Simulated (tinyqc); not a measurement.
# Contact resistivity and sheet resistance from two contact lengths

Problem. Rc = [sqrt(rc Rsh)/Wc] coth(Lc/(2 LT)), LT = sqrt(rc/Rsh), Wc = 72 nm; the second contact is twice as long as the first. Find LT, rc and Rsh.

Rc for Lc = 24 and 48 nm (ohm): [110.966127, 65.1832207]

Answer. With t = tanh(Lc/(2 LT)) for the shorter contact, the resistance of the longer over that of the shorter is (1 + t^2)/2. Then sqrt(rc Rsh) = Rc t Wc, and rc and Rsh follow by multiplying and dividing by LT.

LT = 26.9 nm
rc = 9.00e-10 ohm cm^2
Rsh = 124 ohm

tinyqc, about 0.05 s, one thread, Intel Xeon 2.30GHz (shared host): `OMP_NUM_THREADS=1 python tinyqc.py 2170123 2170124 out.jsonl`
